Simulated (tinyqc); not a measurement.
Adding atomic layers: valley splitting of a silicon quantum well in envelope theory.

The well lies at 0 < z < L; U(z) = V0 [1/(1 + exp(z/w)) + 1/(1 + exp((L - z)/w))] - e F z, 1 mV/nm = 1e-4 eV/angstrom. The envelope psi solves -(c/ml) psi'' + U psi = E psi, c = hbar^2/2m0, by three-point differences on a grid of 0.1 angstrom from -40 to L + 40 angstrom. The two valleys at +/- k0 couple through D = C0 times the integral of exp(-i q z) U(z) psi^2, q = 2 k0 (2 pi/a), and split by Ev = 2|D|.

Constants: hbar^2/2m0 = 3.80998211 eV angstrom^2.

Values chosen for the exercise (near those of a strained Si well in SiGe; not measured data):

| symbol | value | unit | meaning |
|---|---|---|---|
| V0 | 0.2 | eV | conduction offset |
| ml | 0.903 | m0 | mass along z |
| F | 6.4 | mV/nm | field pressing towards the upper interface |
| k0 | 0.83 | 2 pi/a | valley position |
| a | 5.431 | angstrom | lattice constant |
| C0 | 0.279 |  | Bloch overlap factor |
| Ls | (100, 101.4, 102.7, 104.1, 105.4, 106.8, 108.1, 109.5) | angstrom | widths in steps of one atomic layer, a/4, rounded to the grid |
| F2 | 0 | mV/nm | second field, zero or weak |
| w1 | 0.8 | angstrom | interface width for this table |

The smooth splitting Ev = 2|D| with w = w1, at the field F2 and at F.

Results:

| L (angstrom) | q L mod 2 pi | Ev at F2 (micro-eV) | Ev at F (micro-eV) |
|---|---|---|---|
| 100.0 | 3.55 | 1.95 | 14.7 |
| 101.4 | 6.24 | 2.46 | 14.7 |
| 102.7 | 2.45 | 0.490 | 14.7 |
| 104.1 | 5.14 | 2.61 | 14.7 |
| 105.4 | 1.36 | 0.907 | 14.7 |
| 106.8 | 4.04 | 2.02 | 14.7 |
| 108.1 | 0.26 | 1.87 | 14.7 |
| 109.5 | 2.95 | 0.940 | 14.7 |

How do the results move, and what explains it?

At F2 the splitting swings between 0.49 and 2.61 micro-eV, a ratio of 5.32, as the two interfaces add with the phase q L, which advances on average by 2.61 rad a layer. At F the ratio is 1.00, where in the first row psi^2 at the upper interface is 4.56e+03 times that at the lower one: one interface dominates and the interference fades.

Program tinyqc; command `OMP_NUM_THREADS=1 python tinyqc.py 1282101 1282102 out.jsonl`; about 0.2 s on one thread of a shared Intel(R) Xeon(R) Processor @ 2.30GHz.
